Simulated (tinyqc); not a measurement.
Self-heating of a transistor with one or more fingers, with temperature-dependent conductivity: one step, computed by the program tinyqc. Command: `OMP_NUM_THREADS=1 python tinyqc.py 3008554 3008555 out.jsonl selfheat walk`. One thread of a shared host (Intel(R) Xeon(R) Processor @ 2.30GHz), about 0.05 s of CPU time with the checks.

N long parallel fingers lie on the top face of a slab whose bottom is held at T_0; the top is otherwise insulated, and heat flows in two dimensions. P in W/mm is 1000 P in W/m.

Question. Correction for the falling conductivity. Kirchhoff transformation for kappa = kappa_0 (T/T_0)^-m: T = T_0 [1 - (m - 1) theta/T_0]^(-1/(m - 1)), where theta is the linear rise. The bracket vanishes at the power P T_0/((m - 1) theta).

Inputs (values chosen for the exercise, modelled on indium phosphide): exponent m in kappa ~ T^-m = 1.37; base temperature T_0 = 298 K; power per gate width P = 0.33 W/mm.

Power: fixed power.

largest theta = 20.35085 K

Give: peak temperature; true rise; true rise / linear rise; power at which the formula diverges.

Answer.

peak temperature = 319.34 K

true rise = 21.342 K

true rise / linear rise = 1.0487

power at which the formula diverges = 13.060 W/mm

The falling conductivity adds 4.9 % to the rise.
